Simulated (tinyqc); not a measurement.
Series resistance and length offset from two lengths at two overdrives.

Problem. In strong inversion R W = Rsd + k(x)(L - dL), k(x) = (1 + th1 x)/(mu0 Cox x), x the overdrive, Cox = eps0 eox/tox, with Rsd and dL independent of x. Find dL, Rsd, mu0 and th1.

Values chosen for this exercise:
```
symbol,value,unit,meaning
eox,3.9,,relative permittivity of the gate insulator (close to silicon dioxide)
tox,1,nm,insulator thickness
```

Constants: eps0 = 8.8541878128e-14 F/cm where lengths are in cm. Results are converted to the units shown.

total resistance times width (ohm um):

|  | L = 0.12 um | L = 1.1 um |
|---|---|---|
| overdrive 0.51 V | 1110.71185 | 9144.02241 |
| overdrive 1.13 V | 762.702283 | 5547.92359 |

Answer. At each overdrive R W is a straight line in L; the two lines cross at L = dL, R W = Rsd. Their slopes give k x = (1 + th1 x)/(mu0 Cox), a straight line in x.

dL = 0.01500 um
Rsd = 250.0 ohm um
mu0 = 94.00 cm^2/(V s)
th1 = 0.7000 1/V

tinyqc, about 0.01 s, one thread, Intel Xeon 2.30GHz (shared host): `OMP_NUM_THREADS=1 python tinyqc.py 2210032 2210033 out.jsonl`
